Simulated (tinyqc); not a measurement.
From results to parameters: two-site tight-binding chain. Computed by the program tinyqc.

Problem. A two-site chain has site energies +delta (A) and -delta (B) and hoppings t1 > t2 > 0, so E = +/- sqrt(delta^2 + |t1 + t2 exp(-ika)|^2). Find delta, t1 and t2.

upper band at k = 0 = 2.754088 eV
upper band at the zone edge = 0.845340 eV
weight of the upper band on site A at the zone edge = 0.943608

Solution. The weight on A is (1 + delta/E)/2, which gives delta; then t1 + t2 = sqrt(E(0)^2 - delta^2) and t1 - t2 = sqrt(E(edge)^2 - delta^2).

delta, t1, t2 (eV): 0.750  1.520  1.130
